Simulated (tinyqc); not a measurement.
Inside a calculation. Method: one-electron ion in a basis of Gaussians. One step of it, computed by the program tinyqc.

Question. Matrices over normalised Gaussians. With p = a_i + a_j and I(k) = Gamma((k+1)/2) / (2 p^((k+1)/2)): S = I(2l+2), T = (2l+3) a_i a_j S / p, V = -Z I(2l+1), each divided by sqrt(S_ii S_jj).

exponents of r^l exp(-a r^2) (1/bohr^2): 0.029550  0.101200  0.346600  1.187000

Z = 4

l = 2

Give: S; T; V.

Answer.

S, lower triangle:
```
       1      2      3      4
1  1.000
2  0.535  1.000
3  0.114  0.535  1.000
4  0.016  0.114  0.535  1.000
```

T (hartree), lower triangle:
```
       1      2      3      4
1  0.103
2  0.086  0.354
3  0.022  0.293  1.213
4  0.003  0.075  1.005  4.154
```

V (hartree), lower triangle:
```
        1       2       3       4
1  -0.585
2  -0.466  -1.083
3  -0.169  -0.862  -2.004
4  -0.043  -0.312  -1.596  -3.709
```
